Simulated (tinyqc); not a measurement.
From isolated dopants to a band: overlap of hydrogenic dopants: pairs, impurity band and the Mott density.

Ry* = Ry m/eps^2, aB = a0 eps/m. For 1s orbitals a distance rho = R/aB apart, in Ry*: overlap S = exp(-rho)(1 + rho + rho^2/3), J = (2/rho)(1 - (1 + rho) exp(-2 rho)) (attraction to the other ion), Kx = 2 (1 + rho) exp(-rho) (exchange of one electron). One electron on a pair has E = -1 - (J +/- Kx)/(1 +/- S), without the repulsion 2/rho of the ions. Hopping after orthogonalisation: t = (Kx - S J)/(1 - S^2), half the splitting. Dopants on a lattice with z neighbours, n = 1/R^3 (simple cubic), give a band of width B = 2 z t, as on any lattice of two interpenetrating sublattices. Valleys, central cells and disorder are left out.

Constants: Ry = 13.60569312 eV; a0 (Bohr radius) = 0.5291772105 angstrom.

Inputs chosen for the exercise (an isotropic mass and dielectric constant of the size used for donors in GaAs; shifted at random, so the results belong to these values and not to a real crystal):
- m = 0.069 m0 (mass)
- eps = 12.8 (dielectric constant)
- z = 6 (neighbours in the dopant lattice)
- u = 1.25 Ry* (cost of a second electron on one dopant)

The distance R/aB is varied; density from the lattice formula.

Against distance:
```
R/aB,n (1/cm^3),n^(1/3) aB,S,t (meV),B (meV),B/u
10.0,1.06e+15,0.100,0.0020,0.0034,0.041,0.006
8.0,2.06e+15,0.125,0.0102,0.0200,0.240,0.034
7.0,3.08e+15,0.143,0.0222,0.0473,0.568,0.079
6.0,4.89e+15,0.167,0.0471,0.1091,1.310,0.183
4.5,1.16e+16,0.222,0.1361,0.3605,4.327,0.604
4.0,1.65e+16,0.250,0.1893,0.5270,6.324,0.883
3.5,2.47e+16,0.286,0.2592,0.7634,9.160,1.279
3.0,3.92e+16,0.333,0.3485,1.0974,13.169,1.839
```

Give the missing row, R/aB = 5.0.

Computed row:
```
R/aB  n (1/cm^3)  n^(1/3) aB       S  t (meV)  B (meV)    B/u
5.0     8.46e+15       0.200  0.0966   0.2443    2.931  0.409
```

critical densities (1/cm^3): B = u 1.88e+16, B = (2/sqrt3) u 2.19e+16, n^(1/3) aB = 0.26 1.86e+16

From R = 10 to 5 aB the density rises eightfold and the band widens by a factor 72, since t falls about as R exp(-R/aB). B passes u at 1.9e+16/cm^3, n^(1/3) aB = 0.261; the screening rule gives a density 0.99 times that. An ordered lattice overstates the ease of conduction, as random spacing localises the tails, and below R = 4 aB (S above 0.19) nearest-neighbour hopping alone is no longer enough.

Run: tinyqc, `OMP_NUM_THREADS=1 python tinyqc.py 1450781 1450782 out.jsonl`; Intel(R) Xeon(R) Processor @ 2.30GHz, one thread, shared host; about 0.01 s of CPU time with all checks.
